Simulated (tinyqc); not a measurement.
What moves the results: polytypes by hexagonality, and a cubic inclusion as a quantum well. A value that a table varies takes the place of the one given here.

Gap: E3 + (Es - E3) h/hs for h up to hs, then linear from Es to E2 at h = 1. Valence top Ev2 h and polarisation P2 h, both counted from 3C; Ec = Ev + gap.

A cubic inclusion of width L = N d in the host (h = 0.4) is a well of depth V = Ec(host) - Ec(3C). Square well with mass mismatch: k tan(k L/2) = (m_w/m_b) q, k = sqrt(m_w E/c), q = sqrt(m_b (V - E)/c), c = hbar^2/2m0, lowest root. The depth of the level, V - E, is its binding, and the transition to the valence top of the host is gap(host) - (V - E). The step in polarisation gives a field |F| = |P|/(eps eps0) in a thin inclusion, eps0 = 8.8541878e-12 F/m.

Constants: hbar^2/2m0 = 3.80998211 eV angstrom^2.

Values chosen for the exercise (of the order of those of SiC; shifted at random, so the results belong to these values and not to a real crystal):
- E3 = 2.408 eV (gap of the cubic polytype)
- E2 = 3.319 eV (gap of 2H)
- Ev2 = 0.13 eV (valence top of 2H above that of 3C)
- P2 = -0.0498 C/m^2 (spontaneous polarisation of 2H)
- Es = 3.264 eV (gap at the hexagonality hs)
- hs = 0.5 (hexagonality up to which the first line holds)
- m = (0.308, 0.327) m0 (electron mass along c in the cubic layer and in the host)
- d = 2.525 angstrom (thickness of a double layer)
- eps = 9.7 (dielectric constant)
- N = 5 (double layers in the cubic inclusion)

## Width of the inclusion

Without the field: square well. With it, the potential inside is |F| (z - L/2), the host conduction edge lies at V - |F| L/2 on one side and V + |F| L/2 on the other, and the lowest level E_F is found by finite differences (step 0.25 angstrom, wide box, good to about 1 meV). Holes sit in the host on the high side, so the transition is gap(host) - V + E_F - |F| L/2. A dash: bound by less than 2 meV or not at all.

Results:
```
N   L (angstrom)  depth (eV)  transition (eV)  depth below the low side, with field (eV)  transition with field (eV)
1           2.52       0.065            3.027                                      0.039                       2.995
2           5.05       0.196            2.897                                      0.141                       2.834
3           7.58       0.316            2.777                                      0.234                       2.683
4          10.10       0.408            2.685                                      0.300                       2.559
6          15.15       0.525            2.568                                      0.368                       2.373
8          20.20       0.591            2.502                                      0.393                       2.232
12         30.30       0.656            2.437                                      0.402                       1.988
```

The square well binds a level even at N = 1 (65 meV), as any symmetric one-dimensional well does; the depth grows to 656 of 737 meV, and the transition tends to E3 - Ev(host) = 2.356 eV. With the field the level is bound by 2 meV or more for N = 1, 2, 3, 4, 6, 8 and 12, and the transition is lowered by 33 meV at N = 1 and 448 meV at N = 12, where |F| L/2 = 351 meV. Free carriers or surface charge screen the field and the step between the two sides, and the attraction to the hole, left out here, binds the electron further.

## The same inclusion in several hosts

h from the stacking: 8H 1/4, 6H 1/3, 15R 2/5, 4H 1/2, 9R 2/3, 2H 1. V = Ec(host) - Ec(3C); square-well level from k tan(k L/2) = (m_w/m_b) q, k = sqrt(m_w E/c), q = sqrt(m_b (V - E)/c), L = N d; |F| = |P|/(eps eps0), eps0 = 8.8541878e-12 F/m.

Results:
```
host      h  gap (eV)  V (eV)  depth (eV)  |F| (MV/cm)
8H    0.250     2.836   0.461       0.252         1.45
6H    0.333     2.979   0.614       0.374         1.93
15R   0.400     3.093   0.737       0.475         2.32
4H    0.500     3.264   0.921       0.633         2.90
9R    0.667     3.282   0.961       0.668         3.87
2H    1.000     3.319   1.041       0.738         5.80
```

From 8H to 4H the well deepens by a factor of 2.00 and the bound level by 2.51, between the limits of a wide well (as V) and a thin one (as V^2); in 4H the level keeps 69 % of V; from 4H to 2H the gap gains only 55 meV while the field doubles. The depths leave the field out, although its drop |F| L reaches 732 meV in 2H.

## What each parameter does

Well depth, depth of the level, transition without the field and field. Each row changes one parameter from the base and keeps the others.

Results:
```
case                  V (eV)  depth (eV)  transition (eV)  |F| (MV/cm)
base                  0.7368      0.4752           2.6176        2.319
N = 6                 0.7368      0.5250           2.5678        2.319
Ev2 = 0.16 eV         0.7488      0.4853           2.6075        2.319
E3 = 2.388 eV         0.7528      0.4886           2.6002        2.319
E2 = 3.349 eV         0.7368      0.4752           2.6176        2.319
P2 = -0.0647 C/m^2    0.7368      0.4752           2.6176        3.013
eps = 10.7            0.7368      0.4752           2.6176        2.103
m = (0.37, 0.327) m0  0.7368      0.4885           2.6043        2.319
```

The largest shifts from the base row, up to three for each result and ties (the steps differ in size, so this ranks the rows, not the parameters). V (eV): E3 +0.0160, Ev2 +0.0120; unchanged at the printed digits by N, E2, P2, eps and m. depth (eV): N +0.0498, E3 +0.0135, m +0.0133; unchanged at the printed digits by E2, P2 and eps. transition (eV): N -0.0498, E3 -0.0175, m -0.0133; unchanged at the printed digits by E2, P2 and eps. |F| (MV/cm): P2 +0.694, eps -0.217; unchanged at the printed digits by N, Ev2, E3, E2 and m.

Computed by tinyqc, a small Python program: `OMP_NUM_THREADS=1 python tinyqc.py 1881255 1881256 out.jsonl` (the numbers bound the seed that draws the inputs); one thread of a shared host (Intel(R) Xeon(R) Processor @ 2.30GHz), about 0.04 s for the whole set of steps.
